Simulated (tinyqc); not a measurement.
Composition and strain of an epitaxial Si(1-x)Ge(x) layer from Raman and X-ray peaks: one step, computed by the program tinyqc.

A (001) layer, biaxially strained in the plane. The Raman peaks follow empirical lines omega = w0 + c1 x + c3 x^3 + b eps (c3 for Si-Ge alone), with eps the in-plane strain.

Task: Lattice constants and strain. Relaxed lattice constant a(x) = a_Si + (a_Ge - a_Si) x - B x (1 - x). In-plane constant a_par = a_sub + R (a(x) - a_sub); eps = a_par/a(x) - 1; eps_perp = -(2 C12/C11) eps with 2 C12/C11 linear in x; a_perp = a(x) (1 + eps_perp).

Inputs (values chosen for the exercise, modelled on silicon-germanium):

| quantity | value | unit |
|---|---|---|
| Ge fraction x | 0.77 | - |
| degree of relaxation R | 0.45 | - |
| lattice constant of Si | 5.431 | angstrom |
| lattice constant of Ge | 5.658 | angstrom |
| bowing B | 0.028 | angstrom |
| 2 C12/C11 of Si | 0.763 | - |
| 2 C12/C11 of Ge | 0.753 | - |

Substrate: silicon.

Give: relaxed constant a(x); substrate constant a_sub; a_par; in-plane strain eps; strain along the normal; a_perp.

Result:

relaxed constant a(x) = 5.6008 angstrom

substrate constant a_sub = 5.431 angstrom

a_par = 5.5074 angstrom

in-plane strain eps = -16.677 per mille

strain along the normal = 12.596 per mille

a_perp = 5.6714 angstrom

The layer is under compression in the plane and is stretched along the normal.
